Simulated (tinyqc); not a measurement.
Inside a calculation. Model: reverse leakage of an n+-p junction: diffusion, generation, trap-assisted and band-to-band tunnelling.

Numbers from tinyqc (`OMP_NUM_THREADS=1 python tinyqc.py 2290028 2290029 out.jsonl`; about 0.01 s on one thread of a shared Intel Xeon 2.30GHz). Printed values are rounded; ~0 in a residual or rate marks an entry under 1e-11 of the largest of its column.

One-sided abrupt junction in the depletion approximation, x from the junction (0) to W on the p side, field F = F0 (1 - x/W). Flat quasi-Fermi levels, long p side. Traps generate through SRH with both lifetimes shortened by 1 + Gamma (Hurkx enhancement, form for moderate fields); band-to-band generation is local and needs a total bending above Eg.

Parameters, values chosen for the exercise; band and dielectric values close to those of silicon:
- T = 400 K (temperature)
- Eg = 1.14 eV (band gap)
- eps_r = 11.7 (relative permittivity)
- Nc = 4.31e19 cm^-3 (conduction-band density of states at T)
- Nv = 4.02e19 cm^-3 (valence-band density of states at T)
- Na = 1.1e16 cm^-3 (acceptor density of the lighter side)
- Nd = 1e20 cm^-3 (donor density of the heavier side)
- tau = 2e-6 s (SRH lifetime of both carriers at zero field)
- Et = -0.01 eV (trap level above the intrinsic level)
- mt = 0.24 m0 (tunnelling mass)
- Dn = 26 cm^2/s (electron diffusion coefficient on the lighter side)
- Ab = 5.5e14 cm^-0.5 V^-2.5 s^-1 (band-to-band prefactor)
- Bb = 1.93e7 V/cm (band-to-band field constant)
- VR = 1.2 V (reverse bias)

Constants: q = 1.602176634e-19 C, kB = 1.380649e-23 J/K, hbar = 1.054571817e-34 J s, m0 = 9.1093837015e-31 kg, Vt = kB T/q, eps0 = 8.8541878128e-14 F/cm where lengths are in cm. Results are converted to the units shown.

Range of the model: The n+ side is degenerate, so Vbi from Boltzmann statistics is only a guide.

## Field, scales and diffusion current

ni = sqrt(Nc Nv) exp(-Eg/(2 Vt)), Eg in volts; Vbi = Vt ln(Na Nd/ni^2); W = sqrt(2 eps0 eps_r (Vbi + VR)/(q Na)); F0 = 2 (Vbi + VR)/W; FG = sqrt(24 mt m0 (kB T)^3)/(q hbar); J_diff = q ni^2 sqrt(Dn/tau)(1 - exp(-VR/Vt))/Na.

ni = 2.739478e12 cm^-3
Vbi = 0.8862340 V
W = 495.2361 nm
F0 = 84.25210 kV/cm
FG = 556.3961 kV/cm
J_diff = 3.941167e-7 A/cm^2

## Generation rates across the layer

u = (Vbi + VR)(1 - x/W)^2, p = Na exp(-u/Vt), n = Nd exp((u - Vbi - VR)/Vt); G0 = ni^2 (1 - exp(-VR/Vt))/(tau (n + p + 2 ni cosh(Et/Vt))); Gamma = 2 sqrt(3 pi)(F/FG) exp((F/FG)^2); trap-assisted part G0 Gamma; G_bb = Ab F^2.5 exp(-Bb/F) with F in V/cm, zero unless Vbi + VR > Eg. 12 equal steps.

| point | x (nm) | F (kV/cm) | Gamma | G0 (cm^-3 s^-1) | G0 Gamma (cm^-3 s^-1) | G_bb (cm^-3 s^-1) |
|---|---|---|---|---|---|---|
| 0 | 0.0000 | 84.25210 | 0.9513062 | 3.752368e10 | 3.569651e10 | 3.703114e-73 |
| 1 | 41.2697 | 77.23109 | 0.8688429 | 5.919367e14 | 5.142999e14 | 2.691143e-82 |
| 2 | 82.5393 | 70.21009 | 0.7872204 | 5.650420e17 | 4.448126e17 | ~0 |
| 3 | 123.8090 | 63.18908 | 0.7063581 | 6.569891e17 | 4.640696e17 | ~0 |
| 4 | 165.0787 | 56.16807 | 0.6261765 | 6.570254e17 | 4.114139e17 | ~0 |
| 5 | 206.3484 | 49.14706 | 0.5465974 | 6.570240e17 | 3.591276e17 | ~0 |
| 6 | 247.6180 | 42.12605 | 0.4675432 | 6.566861e17 | 3.070291e17 | ~0 |
| 7 | 288.8877 | 35.10504 | 0.3889375 | 6.241751e17 | 2.427651e17 | ~0 |
| 8 | 330.1574 | 28.08403 | 0.3107044 | 1.983510e17 | 6.162852e16 | ~0 |
| 9 | 371.4271 | 21.06303 | 0.2327687 | 1.465392e16 | 3.410975e15 | 0 |
| 10 | 412.6967 | 14.04202 | 0.1550556 | 1.827481e15 | 2.833613e14 | 0 |
| 11 | 453.9664 | 7.02101 | 0.07749080 | 5.189280e14 | 4.021214e13 | 0 |
| 12 | 495.2361 | 0.00000 | 0 | 3.409474e14 | 0 | 0 |

## Current components

Each current is q times the trapezoid sum of its rate; J adds J_diff; J_bb under 1e-8 of the sum is given as 0.

J_SRH = 2.666709e-6 A/cm^2
J_TAT = 1.517547e-6 A/cm^2
J_bb = 0 A/cm^2
J = 4.578373e-6 A/cm^2

A fine grid gives J = 4.469e-6 A/cm^2; the coarse sum is 2.4 % above it. On the fine grid the largest part is SRH generation (58.4 %). The simple estimate q ni W/(2 tau cosh(Et/Vt)) is 100 % above the fine-grid J_SRH of 2.608e-6 A/cm^2, since near both edges n or p is large enough to quench generation.
